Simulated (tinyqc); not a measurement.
Worked calculation: Koster-Slater impurity in an sp3s* host. Values are carried at full precision from step to step, so a last printed digit may differ when a step is redone from the rounded ones.

sp3s* tight binding, nearest neighbours only: anion (a) at 0, cation (c) at a/4 (1,1,1), orbitals s, px, py, pz, s* on each; k in units of 2 pi/a. With phases e_j = exp(i (pi/2) k.n_j) for n = (1,1,1), (1,-1,-1), (-1,1,-1), (-1,-1,1): g0 = (e1+e2+e3+e4)/4, g1 = (e1+e2-e3-e4)/4, g2 = (e1-e2+e3-e4)/4, g3 = (e1-e2-e3+e4)/4. The diagonal holds the levels Esa, Epa, Exa (s*) and Esc, Epc, Exc. Anion-cation block: <sa|sc> = Vss g0; <sa|xc> = Vsapc g1; <xa|sc> = -Vscpa g1; <xa|xc> = Vxx g0; <xa|yc> = <ya|xc> = Vxy g3, <xa|zc> = <za|xc> = Vxy g2, <ya|zc> = <za|yc> = Vxy g1; <s*a|xc> = Vxapc g1; <xa|s*c> = -Vpaxc g1; y and z take g2 and g3 in place of g1; s-s* and s*-s* vanish.

Inputs chosen for the exercise (out of a larger set: near a published set for AlAs; not measured data): p = (-7.509, 0.981, -1.162, 3.59, 7.459, 6.731, -6.679, 1.875, 4.282, 5.103, 5.486, 4.504, 4.995) eV (order Esa, Epa, Esc, Epc, Exa, Exc, Vss, Vxx, Vxy, Vsapc, Vscpa, Vxapc, Vpaxc); N = 4 (mesh); V = -23.8 eV (shift of the p levels).

## The gap of the host

Gaps from the top of the valence band to Gamma, to the minimum on (x,0,0) from 0.5 to 1, and to L; the smallest is Eg.

top of the valence band on the scale of the parameters = 0.0013 eV

gaps (eV): Gamma 3.0578, Delta 2.2697, L 2.6864

Eg (smallest gap of the host) = 2.26967 eV

## Where the weight lies

A defect on a cation site (c) shifts the s level there by Vs or the three p levels by Vp and leaves the rest. A level in the gap solves 1/Vs = G_s(E) (symmetry A1) or 1/Vp = G_p(E) (T2, threefold), with G(E) = (1/N^3) sum over k and bands of w/(E - e), where w is the weight of the state on the s orbital of that site, or the mean weight on its px, py, pz. Mesh: k = f1 (-1,1,1) + f2 (1,-1,1) + f3 (1,1,-1), f = (j + 1/2)/N, j = 0 to N - 1. Energies from the top of the valence band at Gamma; the s* orbital of the site is left as it is. An infinite shift removes the s or p orbitals, the model of the ideal vacancy: G(E) = 0.

For each band: mean energy over the mesh and summed weights; each column of weights adds to one.

Bands:

| band | mean energy (eV) | s weight | p weight |
|---|---|---|---|
| 1 | -10.329 | 0.1237 | 0.0292 |
| 2 | -5.333 | 0.3322 | 0.0281 |
| 3 | -1.702 | 0.0045 | 0.1094 |
| 4 | -1.366 | 0.0013 | 0.1055 |
| 5 | 2.668 | 0.1291 | 0.1264 |
| 6 | 3.132 | 0.3475 | 0.0449 |
| 7 | 5.938 | 0.0006 | 0.2257 |
| 8 | 6.255 | 0.0003 | 0.2177 |
| 9 | 9.480 | 0.0529 | 0.0142 |
| 10 | 10.476 | 0.0079 | 0.0989 |

The filled bands hold 0.462 of the s orbital and 0.272 of each p orbital of the cation. Filled states add positive terms to G in the gap and empty ones negative terms.

## Green functions across the gap

G at nine energies E = Eg j/8.

G(E) (1/eV):

| E (eV) | G_s | G_p |
|---|---|---|
| 0.0000 | -0.08860 | 0.03697 |
| 0.2837 | -0.11050 | -0.01808 |
| 0.5674 | -0.13586 | -0.05426 |
| 0.8511 | -0.16665 | -0.08675 |
| 1.1348 | -0.20590 | -0.12072 |
| 1.4185 | -0.25900 | -0.16143 |
| 1.7023 | -0.33694 | -0.21906 |
| 1.9860 | -0.46766 | -0.32771 |
| 2.2697 | -0.86066 | -1.09918 |

Both fall with E, as dG/dE = -sum w/(E - e)^2 demands. G_s keeps its sign, so the vacancy has no level of this symmetry in the gap. G_p changes sign, so the vacancy has a level of this symmetry in the gap.

## A first estimate from the table

A defect that shifts the p level of its cation site by V has a level where the host Green function G_p(E) equals 1/V; E is counted from the top of the valence band. Find it by linear interpolation between the two rows that bracket it.

1/V = -0.04202 1/eV
estimated level = 0.471 eV

## The level and its weight on the defect

Solve by bisection with the full sum. The weight of the bound state on the shifted orbital is G^2/(-G'), which is also dE/dV.

level = 0.4653 eV
G'(E) = -0.12293 1/eV^2
weight on the defect orbital = 0.0144

The level lies 0.465 eV above the valence band and 1.804 eV below the conduction band. Only 1.4 % of it sits on the shifted orbital, the rest on other orbitals, so a shift of 1 eV moves the level by about 14 meV.

## Checks

- Sum of the s weights over all bands against one: both 1.00000.
- First moment of the s weights against the s level of the site, on the scale of the parameters: both -1.16200.

Run: tinyqc, `OMP_NUM_THREADS=1 python tinyqc.py 1450432 1450433 out.jsonl`; Intel(R) Xeon(R) Processor @ 2.30GHz, one thread, shared host; about 0.01 s of CPU time with all checks.
